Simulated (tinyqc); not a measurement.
WKB tunnelling through a gate dielectric with a two-band (Franz) dispersion, step by step. Values are carried at full precision from step to step, so a last printed digit may differ when a step is redone from the rounded ones.

Constants: hbar^2/2m0 = 3.80998211 eV angstrom^2.

Parameters, chosen for this exercise (of the size used for Si3N4 on silicon; the results hold for these values, not for the real material): phi = 2.09 eV (barrier above the electron energy at the emitter); t = 31 angstrom (thickness); V = 0.5 V (voltage across the layer); Eg = 4.92 eV (gap of the dielectric); m = 0.45 m0 (mass at the conduction edge).

## Shape of the barrier

Field V/t (1 V/angstrom = 100 MV/cm), the end of the forbidden region x_e = min(t, phi t/V), and u there.

field = 1.61 MV/cm
x_e = 31.00 angstrom
u(x_e) = 1.590 eV

V < phi: a trapezoid, direct tunnelling through the whole layer.

## Decay constant through the layer

At depth x the conduction edge lies u(x) = phi - V x/t above the electron. Parabolic: kappa = sqrt(m u/c). Franz: kappa = sqrt(m u (1 - u/Eg)/c), which vanishes at both band edges. c = hbar^2/2m0. T = exp(-2 integral of kappa dx) over the region u > 0; no image force, no prefactor, zero transverse momentum. The region ends at x_e = min(t, phi t/V); x_e < t is the Fowler-Nordheim regime.

Nine points x = j x_e/8.

kappa (1/angstrom):

| x (angstrom) | u (eV) | parabolic | Franz |
|---|---|---|---|
| 0.000 | 2.0900 | 0.4968 | 0.3768 |
| 3.875 | 2.0275 | 0.4894 | 0.3752 |
| 7.750 | 1.9650 | 0.4818 | 0.3734 |
| 11.625 | 1.9025 | 0.4740 | 0.3712 |
| 15.500 | 1.8400 | 0.4662 | 0.3688 |
| 19.375 | 1.7775 | 0.4582 | 0.3662 |
| 23.250 | 1.7150 | 0.4501 | 0.3633 |
| 27.125 | 1.6525 | 0.4418 | 0.3600 |
| 31.000 | 1.5900 | 0.4334 | 0.3565 |

At the emitter the Franz value is 24.2 % below the parabolic one, the factor sqrt(1 - phi/Eg).

## The integrals by Simpson's rule

Weights 1, 4, 2, 4, 2, 4, 2, 4, 1 times a third of the spacing.

integral of kappa dx: parabolic 14.440, Franz 11.412

## The integrals in closed form

Parabolic: (2/3) sqrt(m/c) (t/V) (phi^(3/2) - u_e^(3/2)). Franz: sqrt(m/c) Eg^(3/2) (t/V) (f(phi/Eg) - f(u_e/Eg)) with f(y) = ((2y - 1) sqrt(y (1 - y)) + arcsin(sqrt y))/4. u_e = max(phi - V, 0). T = exp(-2 I).

integral of kappa dx: parabolic 14.4404, Franz 11.4118

T: parabolic 2.87e-13, Franz 1.22e-10

The two-band dispersion raises T by a factor 427.

## Checks

- Franz integral in closed form against adaptive quadrature: both 11.4118.

Run: tinyqc, `OMP_NUM_THREADS=1 python tinyqc.py 1450570 1450571 out.jsonl`; Intel(R) Xeon(R) Processor @ 2.30GHz, one thread, shared host; about 0.01 s of CPU time with all checks.
